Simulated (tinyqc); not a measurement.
Straight dislocations in isotropic elasticity: fields, energies, partials, Peierls stress and walls: one step, computed by the program tinyqc.

The line runs along z, the glide plane is y = 0, and beta is the angle between b and the line (0 screw, 90 degrees edge): b_e = b sin(beta) along +x with the extra half plane at y > 0, b_s = b cos(beta). Stress is positive in tension.

Problem. Force on a second, equal dislocation at that point; binding of a solute. Peach-Koehler force per length on a parallel dislocation with the same b: in the glide plane F_x = s_xy b_e + s_yz b_s, normal to it F_y = -(s_xx b_e + s_xz b_s), which drives climb of the edge part or cross-slip of a screw. A solute with misfit volume dV has the energy p dV, and its dilute concentration is scaled by exp(-p dV/(k_B T)).

Inputs (values chosen for the exercise, modelled on nickel): Burgers vector b = 2.492 angstrom; misfit volume of a solute dV = -8 angstrom^3; temperature T = 1050 K.

Character: edge.

stress (MPa):
```
          x        y        z
x  1012.751   72.039    0.000
y    72.039  -63.034    0.000
z     0.000    0.000  295.362
```

pressure p = -415.0262 MPa

Constants: 1 eV/angstrom^3 = 160.2176634 GPa; k_B = 8.617333262e-05 eV/K.

Give: glide force F_x; normal force F_y; solute energy; concentration ratio.

Solution.

glide force F_x = 17.952 mN/m

normal force F_y = -252.38 mN/m

solute energy = 20.723 meV

concentration ratio = 0.79530
